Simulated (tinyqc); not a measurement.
# Resistance of a tapered via with liner, size effect and interface, step by step

tinyqc, about 0.01 s, one thread, Intel Xeon 2.30GHz (shared host): `OMP_NUM_THREADS=1 python tinyqc.py 2750203 2750204 out.jsonl` Printed values are rounded.

A round via whose diameter grows from db at the bottom as D(z) = db + 2 z/tan(ang). The fill, of diameter D - 2 tl, starts above the bottom liner (thickness fb tl) and has rho = rho0 (1 + ks lam/(D - 2 tl)); the sidewall liner conducts in parallel with it. The bottom liner and the interface are crossed over the full area pi db^2/4. Spreading in the lines above and below is left out.

Parameters, values chosen for the exercise; fill metal close to molybdenum:
```
symbol    value      unit                                               meaning
db           14        nm                                diameter at the bottom
hv           46        nm                                                height
ang          88   degrees                                        sidewall angle
rho0       5.24   uohm cm                          bulk resistivity of the fill
lam        11.3        nm                            mean free path of the fill
ks          0.9                                              size-effect factor
tl          0.6        nm                                 liner on the sidewall
fb          0.5                   liner at the bottom over that on the sidewall
rl          210   uohm cm                              resistivity of the liner
ri      5.2e-13  ohm cm^2                   interface resistivity at the bottom
Sb       1.3e15     S/m^2  ballistic conductance per area, about 3/(4 rho0 lam)
```

## Slices of the via

Slices between z0 = fb tl and hv, evaluated at their midpoints: conductance per length pi/4 [(D - 2 tl)^2/rho + (D^2 - (D - 2 tl)^2)/rl], slice resistance = slice height over that. 8 slices.

```
slice,z (nm),D (nm),rho (uohm cm),slice resistance (ohm)
0,3.15625,14.2204,9.33286,3.97003
1,8.86875,14.6194,9.21117,3.69012
2,14.5813,15.0184,9.09652,3.43797
3,20.2937,15.4173,8.98829,3.21010
4,26.0063,15.8163,8.88598,3.00356
5,31.7188,16.2153,8.78910,2.81581
6,37.4312,16.6143,8.69724,2.64468
7,43.1437,17.0132,8.61001,2.48830
```

## Total resistance

R_fill = sum of the slices; R_bottom = rl fb tl/(pi db^2/4); R_interface = ri/(pi db^2/4); ballistic (Sharvin) limit 1/(Sb pi (db - 2 tl)^2/4); ideal cylinder rho0 hv/(pi db^2/4).

parts (ohm): fill 25.2606, bottom liner 4.09256, interface 0.337798
R = 29.6909 ohm
shares (%): fill 85.0784, bottom liner 13.7839, interface 1.1377
ballistic limit = 5.97787 ohm
ideal cylinder = 15.6582 ohm

The fill is the largest part, and R is 1.90 times the ideal cylinder. With 2000 slices R = 29.698 ohm.
